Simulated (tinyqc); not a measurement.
Inside a calculation. Method: Hubbard ring of 4 sites. One step of it, computed by the program tinyqc.

Question. Mean-field iteration 1. H(up) = T + U n(down), H(down) = T + U n(up); fill the lowest levels; n(new) = n + mixing (n(out) - n); E = tr T (rho up + rho down) + U sum n_up n_down of the output.

one-body matrix (hopping and site energies) (eV), lower triangle:
```
           1          2          3         4
1  -0.670000
2  -1.360000   0.520000
3   0.000000  -1.360000  -0.650000
4  -1.360000   0.000000  -1.360000  0.940000
```

U = 11.900000 eV

electrons, up and down: 2  2

mixing = 0.500000

n(up) at the start (a guess, not normalised): 1 0.500000, 2 0.500000, 3 0.500000, 4 0.500000

n(down) at the start (a guess): 1 0.500000, 2 0.500000, 3 0.500000, 4 0.500000

Give: levels, up; levels, down; energy; n(up) after iteration 1; n(down) after iteration 1.

Answer.

levels, up (eV): 3.1728  5.2900  6.6718  8.8054

levels, down (eV): 3.1728  5.2900  6.6718  8.8054

energy = 9.6401 eV

n(up) after iteration 1: 1 0.6560, 2 0.3558, 3 0.6549, 4 0.3332

n(down) after iteration 1: 1 0.6560, 2 0.3558, 3 0.6549, 4 0.3332
